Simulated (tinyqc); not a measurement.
Chemical vapour deposition: Grove model, boundary layer, depletion and step coverage: one step, computed by the program tinyqc.

A precursor diffuses to the surface and reacts there at first order; each molecule that reacts adds one formula unit of film.

Question. Step coverage in a trench. In a long trench of width w and depth l = aspect ratio x w: Knudsen diffusivity D_K = (2w) c/3 (hydraulic diameter 2w), combined as 1/D_e = 1/D_K + 1/D; D_e d2C/dz2 = 2 k_s C/w with D_e dC/dz = -k_s C at the floor. With m = sqrt(2 k_s/(w D_e)): C(floor)/C(top) = 1/[cosh(m l) + (k_s/(D_e m)) sinh(m l)].

Inputs (values chosen for the exercise, close to those used for tungsten from its fluoride): temperature T = 420 C; trench width w = 0.037 um; aspect ratio of the trench = 6.9.

Reactor: horizontal, reduced pressure.

mean speed c = 22191.81 cm/s

gas diffusivity D = 62.47189 cm^2/s

surface rate constant k_s = 14.45139 cm/s

Give: Knudsen diffusivity D_K; effective diffusivity D_e; modulus m l; step coverage.

Answer.

Knudsen diffusivity D_K = 0.05474 cm^2/s

effective diffusivity D_e = 0.05469 cm^2/s

modulus m l = 0.3051

step coverage = 0.9490

Caution: the hydraulic-diameter form of D_K is rough for a slit.
